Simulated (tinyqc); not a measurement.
Equilibrium and kinetic segregation of a solute to boundaries and growing surfaces: one step, computed by the program tinyqc. Command: `OMP_NUM_THREADS=1 python tinyqc.py 3019633 3019634 out.jsonl segreg walk`. One thread of a shared host (Intel(R) Xeon(R) Processor @ 2.30GHz), about 0.01 s of CPU time with the checks.

Question. How fast the boundary fills. McLean kinetics from a uniform start, fed from both sides, with a constant enrichment beta = theta_inf/x0: (theta - x0)/(theta_inf - x0) = 1 - exp(s^2) erfc(s), s = 2 sqrt(D t)/(beta delta); half filling at s = 0.7691, t = (0.7691 beta delta/2)^2/D. D is an input and does not follow T.

Inputs (values chosen for the exercise, for a model alloy): total solute fraction x0 = 0.0062; temperature T = 1025 K; boundary thickness delta = 0.66 nm; bulk diffusivity D = 2.8e-18 m^2/s; anneal time t = 4.5 s.

coverage theta_inf = 0.2819314

Give: s; degree of filling; time to half filling; diffusion length sqrt(D t).

Answer.

s = 0.23655

degree of filling = 0.21955

time to half filling = 47.571 s

diffusion length sqrt(D t) = 3.5496 nm
